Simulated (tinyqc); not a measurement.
Switching kinetics of a ferroelectric film and the memory window of a ferroelectric gate stack: one step, computed by the program tinyqc.

Fields in MV/cm; 1 microcoulomb/cm^2 over eps_0 is 11.29409 MV/cm. In the stack (metal, ferroelectric, interlayer, channel) the channel is taken as a conductor.

Question. Switched share after the pulse. Merz's law: t1 = t_inf exp[(E_a/E)^alpha] at the mean of the fields before and after switching. KAI: switched share = 1 - exp[-(t/t1)^n].

Inputs (values chosen for the exercise, for a model film):

| quantity | value | unit |
|---|---|---|
| time constant t_inf | 1.1e-11 | s |
| activation field E_a | 2.1 | MV/cm |
| Merz exponent alpha | 2 | - |
| dimension n | 2 | - |
| pulse length t_p | 1.3e-05 | s |
| breakdown field of the interlayer | 15 | MV/cm |

Kinetics: Kolmogorov-Avrami-Ishibashi (KAI).

E_F before switching = 2.838957 MV/cm

E_F after switching = 2.069601 MV/cm

Give: mean field; switching time t1; switched share.

Answer.

mean field = 2.4543 MV/cm

switching time t1 = 2.2875e-11 s

switched share = 1

t_p is 570000 t1. A field higher by 10 % would shorten t1 by a factor 1.1. Caution: the interlayer field exceeds its breakdown field, so charge injection would change the fields.
